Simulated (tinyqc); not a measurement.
A transmission-line measurement read back: specific resistance of a metal-semiconductor contact and its transmission-line measurement. Computed by tinyqc, a small Python program. Command: `OMP_NUM_THREADS=1 python tinyqc.py 3019126 3019127 out.jsonl contact walk`. One thread of a shared host (Intel(R) Xeon(R) Processor @ 2.30GHz), about 0.01 s of CPU time with the checks.

The barrier is parabolic (depletion approximation), energies E are normal energies counted from the band edge in the neutral semiconductor (downwards for holes), and the bias is zero. xi is an input, held fixed when other inputs move.

Inputs (values chosen for the exercise, modelled on n-type GaN):
```
quantity,value,unit
tunnelling mass m,0.21,m_0
permittivity eps,9.7,-
Richardson constant A*,27,A/(cm^2 K^2)
barrier height phi_B,0.88,eV
doping N,3.1e+18,1/cm^3
"Fermi level above the band edge in the bulk, xi",-0.017,eV
temperature T,500,K
sheet resistance R_sh,750,ohm
contact length d,5.6,micrometre
contact width W,0.57,micrometre
```

Image-force lowering: left out.

Constants: hbar = 1.054571817e-34 J s; eps_0 = 8.8541878128e-12 F/m; m_0 = 9.1093837015e-31 kg; k_B = 8.617333262e-05 eV/K; e = 1.602176634e-19 C.

Method:
- E_00 = (e hbar/2) sqrt(N/(eps eps_0 m)); band bending E_b = phi_B + xi; depletion width w = sqrt(2 eps eps_0 E_b/(e^2 N)).
- WKB transmission for E < E_b, with a = E/E_b: D = exp{-(E_b/E_00) [sqrt(1 - a) - a ln((1 + sqrt(1 - a))/sqrt(a))]}; D = 1 above.
- At zero bias 1/rho_c = (e A*/k_B^2) int D(E) f(E) dE, f = 1/(1 + exp((E - xi)/k_B T)); 200 Gauss-Legendre points from 0 to E_b, and k_B T ln(1 + exp((xi - E_b)/k_B T)) for the part above the barrier; the share of tunnelling is the part below.
- Transmission-line model: transfer length L_T = sqrt(rho_c/R_sh); R_c = (R_sh L_T/W) coth(d/L_T). Limits: rho_c/(W d) for d << L_T, sqrt(rho_c R_sh)/W for d >> L_T.
- Transmission-line model: transfer length L_T = sqrt(rho_c/R_sh); R_c = (R_sh L_T/W) coth(d/L_T). Two contacts a gap s apart give R = 2 R_c + R_sh s/W. A straight-line fit gives R_sh from the slope and R_c from the intercept; the simple reading takes L_x = R_c W/R_sh as the transfer length and rho_c = R_sh L_x^2.

R_c W = 2.26347e+06 ohm micrometre

contact resistance R_c = 3.97100e+06 ohm

specific contact resistance rho_c = 0.126676 ohm cm^2

Resistances:
```
gap s (micrometre),R (ohm)
3000,1.1889e+07
6000,1.5837e+07
12000,2.3731e+07
24000,3.9521e+07
48000,7.1100e+07
```

L_x = 3018.0 micrometre

rho_c by the simple reading = 68.311 ohm cm^2

simple reading over true value = 539.25

The simple reading is 539 times too high, the factor coth^2(d/L_T): it holds only for d above about 2 L_T.
